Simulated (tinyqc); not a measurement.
Comparisons within one model: valley splitting of a silicon quantum well in envelope theory. A value that a table varies takes the place of the one given here.

The well lies at 0 < z < L; U(z) = V0 [1/(1 + exp(z/w)) + 1/(1 + exp((L - z)/w))] - e F z, 1 mV/nm = 1e-4 eV/angstrom. The envelope psi solves -(c/ml) psi'' + U psi = E psi, c = hbar^2/2m0, by three-point differences on a grid of 0.1 angstrom from -40 to L + 40 angstrom. The two valleys at +/- k0 couple through D = C0 times the integral of exp(-i q z) U(z) psi^2, q = 2 k0 (2 pi/a), and split by Ev = 2|D|.

Random alloy: with Y(z) = Yw + (Yb - Yw) B(z), B the bracket in U, and in-plane density exp(-r^2/ad^2)/(pi ad^2), D gains a random complex part of variance sigma^2 = (C0^2/pi)(a^2 V0/(8 ad (Yb - Yw)))^2 (4/a) times the integral of psi^4 Y (1 - Y). Alone it gives a mean splitting sqrt(pi) sigma; together with the smooth part the rms splitting is 2 sqrt(|D|^2 + sigma^2).

Constants: hbar^2/2m0 = 3.80998211 eV angstrom^2.

Inputs chosen for the exercise (near those of a strained Si well in SiGe; not measured data): L = 38 angstrom (well width); V0 = 0.19 eV (conduction offset); ml = 0.914 m0 (mass along z); F = 3.5 mV/nm (field pressing towards the upper interface); k0 = 0.837 2 pi/a (valley position); a = 5.431 angstrom (lattice constant); C0 = 0.247 (Bloch overlap factor); Yb = 0.28 (Ge share of the barrier); Yw = 0 (Ge share of the well); ad = 100 angstrom (dot radius); ws = (0.2, 0.7, 0.9, 1.3, 1.9, 2.7, 4.8) angstrom (interface widths); Ls = (38, 39.4, 40.7, 42.1, 43.4, 44.8, 46.1, 47.5) angstrom (widths in steps of one atomic layer, a/4, rounded to the grid); F2 = 1 mV/nm (second field, zero or weak); w1 = 0.9 angstrom (interface width for this table); w = 0.7 angstrom (interface width parameter).

## Sharpness of the interface

The smooth part 2|D| and the disorder part against w, beside y/sinh(y) with y = pi q w. The 12 to 88 % width of the step is 4w.

Results:
```
w (angstrom)  4w (angstrom)  2|D| (micro-eV)  y/sinh(y)  sqrt(pi) sigma (micro-eV)
0.2                     0.8           288.78       0.79                       16.5
0.7                     2.8            48.73       0.12                       20.7
0.9                     3.6            17.78      0.046                       23.3
1.3                     5.2             1.70     0.0058                       29.7
1.9                     7.6             0.03    0.00022                       42.4
2.7                    10.8             0.00    2.4e-06                       64.5
4.8                    19.2             0.00    1.2e-11                      136.2
```

What can be read from the table?

The smooth part needs a Fourier component of U psi^2 at a wavelength of 3.24 angstrom; from the first row to the third it falls by a factor 16.2, while y/sinh(y) falls by 17.2 (the envelope near the step and the phase between the two interfaces change too). The disorder part goes from 16.5 to 136.2 micro-eV, growing as the electron overlaps more alloy. It takes over between w = 0.7 and 0.9 angstrom, that is a step 2.8 to 3.6 angstrom wide, with 1.36 angstrom to an atomic layer.

## Adding atomic layers

The smooth splitting Ev = 2|D| with w = w1, at the field F2 and at F.

Results:
```
L (angstrom)  q L mod 2 pi  Ev at F2 (micro-eV)  Ev at F (micro-eV)
38.0                  4.48                 17.4                17.8
39.4                  0.91                 10.7                11.4
40.7                  3.42                 9.25                10.0
42.1                  6.14                 13.8                14.3
43.4                  2.37                 1.56                4.38
44.8                  5.08                 12.6                13.1
46.1                  1.32                 5.40                6.71
47.5                  4.03                 8.62                9.38
```

How do the results move?

At F2 the splitting swings between 1.56 and 17.4 micro-eV, a ratio of 11.2, as the two interfaces add with the phase q L, which advances on average by 2.63 rad a layer. At F the ratio is 4.06, where in the first row psi^2 at the upper interface is 1.57 times that at the lower one: the field unbalances the two contributions, which fills in the minima.

## What each parameter does

Orbital spacing, psi^2 at z = L, the smooth splitting and sigma; V0 is held fixed when Yw changes. Each row changes one parameter from the base and keeps the others.

Results:
```
case               E2 - E1 (meV)  psi^2(L) (1e-3/angstrom)  2|D| (micro-eV)  sigma (micro-eV)
base                       54.06                     4.795            48.73              11.7
ad = 140 angstrom          54.06                     4.795            48.73               8.4
Yw = 0.03                  54.06                     4.795            48.73             102.2
L = 44 angstrom            43.28                     3.657            28.38               8.5
V0 = 0.237 eV              57.12                     3.997            50.90              12.3
w = 0.91 angstrom          54.60                     4.690            16.86              13.2
F = 5.25 mV/nm             54.29                     5.318            49.87              12.3
k0 = 0.817 2 pi/a          54.06                     4.795            28.45              11.7
C0 = 0.296                 54.06                     4.795            58.39              14.0
```

How do the results move?

The largest shifts from the base row, up to three for each result and ties (the steps differ in size, so this ranks the rows, not the parameters). E2 - E1 (meV): L -10.77, V0 +3.06, w +0.54; unchanged at the printed digits by ad, Yw, k0 and C0. psi^2(L) (1e-3/angstrom): L -1.138, V0 -0.798, F +0.523; unchanged at the printed digits by ad, Yw, k0 and C0. 2|D| (micro-eV): w -31.87, L -20.35, k0 -20.27; unchanged at the printed digits by ad and Yw. sigma (micro-eV): Yw +90.5, ad -3.3, L -3.2; unchanged at the printed digits by k0.

Run: tinyqc, `OMP_NUM_THREADS=1 python tinyqc.py 1252083 1252084 out.jsonl`; Intel(R) Xeon(R) Processor @ 2.30GHz, one thread, shared host; about 0.1 s of CPU time with all checks.
